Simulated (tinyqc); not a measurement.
Inside a calculation. Method: Hubbard ring of 3 sites. One step of it, computed by the program tinyqc.

Problem. The many-body Hamiltonian. Basis: all placements (u, d, 2, 0 on each site), up operators ordered before down ones; hops carry the sign of the same-spin electrons passed.

one-body matrix (hopping and site energies) (eV), order 1, 2, 3:
$$\begin{pmatrix}
0.000000 & -0.660000 & -0.660000 \\
-0.660000 & 0.000000 & -0.660000 \\
-0.660000 & -0.660000 & 0.000000
\end{pmatrix}$$

U = 7.000000 eV

electrons, up and down: [1, 1]

Give: H.

Solution.

H (eV):
```
        200     ud0     u0d     du0     020     0ud     d0u     0du
200   7.000  -0.660  -0.660  -0.660   0.000   0.000  -0.660   0.000
ud0  -0.660   0.000  -0.660   0.000  -0.660   0.000   0.000  -0.660
u0d  -0.660  -0.660   0.000   0.000   0.000  -0.660   0.000   0.000
du0  -0.660   0.000   0.000   0.000  -0.660  -0.660  -0.660   0.000
020   0.000  -0.660   0.000  -0.660   7.000  -0.660   0.000  -0.660
0ud   0.000   0.000  -0.660  -0.660  -0.660   0.000   0.000   0.000
d0u  -0.660   0.000   0.000  -0.660   0.000   0.000   0.000  -0.660
0du   0.000  -0.660   0.000   0.000  -0.660   0.000  -0.660   0.000
002   0.000   0.000  -0.660   0.000   0.000  -0.660  -0.660  -0.660

        002
200   0.000
ud0   0.000
u0d  -0.660
du0   0.000
020   0.000
0ud  -0.660
d0u  -0.660
0du  -0.660
002   7.000
```
